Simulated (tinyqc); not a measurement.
Quantum limit of the contact resistance of a two-dimensional channel: one step of the calculation.

Parabolic band with gv valleys, C = hbar^2/(2 m0), eta = (EF - Ec)/(kB T). Landauer picture: each mode conducts 2 q^2/h, and the contacts and the channel add incoherently in series, 1/Tt - 1 = 2 (1/tc - 1) + L/lam for the total transmission Tt.

Question. Resistances. RQ = (h/2q^2)/M for the whole device, R = RQ/Tt; the part of one contact is Rc = RQ (1/tc - 1/2) and the channel adds RQ L/lam.

Inputs (values chosen for the exercise):
```
symbol,value,unit,meaning
tc,1,,transmission of each contact
lam,30,nm,back-scattering length of the channel
L,150,nm,channel length
```

Constants: q = 1.602176634e-19 C, h = 6.62607015e-34 J s. Results are converted to the units shown.

M = 674.95786 1/um

Give: RQ; Rc; channel; R; Tt.

Answer.

RQ = 19.12 ohm um
Rc = 9.561 ohm um
channel = 95.61 ohm um
R = 114.7 ohm um
Tt = 0.1667

The two contacts make up 16.7 % of R.

Computed by the program tinyqc: `OMP_NUM_THREADS=1 python tinyqc.py 2760027 2760028 out.jsonl`, one thread of a shared Intel Xeon 2.30GHz, about 0.01 s for the whole run.
